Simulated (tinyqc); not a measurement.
Hubbard chain of 6 sites, step by step. Computed by tinyqc, a small Python program that keeps every step. Settings: hopping = 1.05, U = 4.5, mixing = 0.2, iteration cap = 79. Command: `OMP_NUM_THREADS=1 python tinyqc.py 25257 25258 out.jsonl` (the two numbers bound the seeds that draw the settings). One thread of a shared host (Intel(R) Xeon(R) Processor @ 2.60GHz), about 0.2 s of CPU time with the checks. Later iterations appear only in the table of the cycle.

## Mean-field iteration 1

one-body matrix (hopping and site energies) (eV), order 1, 2, 3, 4, 5, 6:
```
[[-0.12000, -1.05000, 0.00000, 0.00000, 0.00000, 0.00000],
 [-1.05000, -0.80000, -1.05000, 0.00000, 0.00000, 0.00000],
 [0.00000, -1.05000, -0.32000, -1.05000, 0.00000, 0.00000],
 [0.00000, 0.00000, -1.05000, -0.05000, -1.05000, 0.00000],
 [0.00000, 0.00000, 0.00000, -1.05000, -1.00000, -1.05000],
 [0.00000, 0.00000, 0.00000, 0.00000, -1.05000, 0.93000]]
```

U = 4.50000 eV

electrons, up and down: [3, 3]

mixing = 0.20000

n(up) at the start (a guess, not normalised): [0.50000, 0.50000, 0.50000, 0.50000, 0.50000, 0.50000]

n(down) at the start (a guess): [0.50000, 0.50000, 0.50000, 0.50000, 0.50000, 0.50000]

H(up) = T + U n(down), H(down) = T + U n(up); fill the lowest levels; n(new) = n + mixing (n(out) - n); E = tr T (rho up + rho down) + U sum n_up n_down of the output.

levels, up (eV): [-0.08069, 0.42240, 1.65090, 2.77002, 3.45634, 3.92103]

levels, down (eV): [-0.08069, 0.42240, 1.65090, 2.77002, 3.45634, 3.92103]

energy = -1.71935 eV

n(up) after iteration 1: [0.48892, 0.52263, 0.52171, 0.48371, 0.55388, 0.42916]

n(down) after iteration 1: [0.48892, 0.52263, 0.52171, 0.48371, 0.55388, 0.42916]

## Mean-field iteration 2

As before.

levels, up (eV): [-0.00650, 0.51946, 1.66808, 2.70484, 3.37336, 3.88076]

levels, down (eV): [-0.00650, 0.51946, 1.66808, 2.70484, 3.37336, 3.88076]

energy = -2.06140 eV

n(up) after iteration 2: [0.48426, 0.53612, 0.53163, 0.47714, 0.58556, 0.38528]

n(down) after iteration 2: [0.48426, 0.53612, 0.53163, 0.47714, 0.58556, 0.38528]

## Convergence

Each step fills the lowest levels of T + U n(other spin) and sets n(new) = n + mixing (n(out) - n); stop when output and input agree to 1e-8.

Course of the cycle:
```
iteration      E (eV)  largest |n(out) - n(in)|  mean |n_up - n_down|
1          -1.7193481                  3.54e-01               0.00000
2          -2.0613965                  2.19e-01               0.00000
3          -2.2086794                  1.21e-01               0.00000
4          -2.2558553                  6.15e-02               0.00000
5          -2.2682530                  3.06e-02               0.00000
6          -2.2712870                  1.54e-02               0.00000
7          -2.2720303                  7.92e-03               0.00000
8          -2.2722196                  4.22e-03               0.00000
9          -2.2722714                  2.49e-03               0.00000
10         -2.2722871                  1.68e-03               0.00000
11         -2.2722926                  1.16e-03               0.00000
...               ...                       ...                   ...
37         -2.2722966                  2.22e-07               0.00000
38         -2.2722966                  1.60e-07               0.00000
39         -2.2722966                  1.16e-07               0.00000
40         -2.2722966                  8.38e-08               0.00000
41         -2.2722966                  6.06e-08               0.00000
42         -2.2722966                  4.39e-08               0.00000
43         -2.2722966                  3.17e-08               0.00000
44         -2.2722966                  2.30e-08               0.00000
45         -2.2722966                  1.66e-08               0.00000
46         -2.2722966                  1.20e-08               0.00000
47         -2.2722966                  8.72e-09               0.00000
```

local moments n_up - n_down: [0.00000, 0.00000, 0.00000, 0.00000, 0.00000, 0.00000]

Converged in 47 iterations. But random starts reach -3.79778 eV, so this is another stationary point, not the lowest one. Reruns (cap 100 unless said): mixing 0.5: converged in 58 to a higher stationary point (E = -2.27230); mixing 0.9: not converged. Before convergence this energy mixes input and output and is not variational, so it may rise towards its limit.

## Exact diagonalisation (400 states)

Lowest levels of the sector, and the double occupancy of the lowest state.

lowest levels (eV): [-4.57181, -4.14168, -3.66676, -3.47970, -3.36296, -3.18521]

double occupancy per site = 0.09162

The mean-field solution above lies 2.2995 eV above the exact energy.

## The lowest level by Lanczos steps

From a random start vector (not printed): a_j = <q_j|H|q_j>, b_j = norm of the remainder after orthogonalising; the Ritz value is the lowest eigenvalue of the tridiagonal matrix of a and b so far.

Lanczos:
```
j   a_j (eV)  b_j (eV)  lowest Ritz value (eV)
1    3.36325   4.94670               3.3632502
2    3.96856   5.32720              -1.2900440
3    5.38420   5.59333              -3.1315701
4    6.42039   5.55964              -3.9162894
5    6.40091   5.27030              -4.2696020
6    6.57982   5.39414              -4.4212640
7    7.36453   5.43134              -4.4859691
8    5.85394   5.45285              -4.5181690
9    6.08908   5.27767              -4.5393316
10   7.51721   5.31354              -4.5509594
```
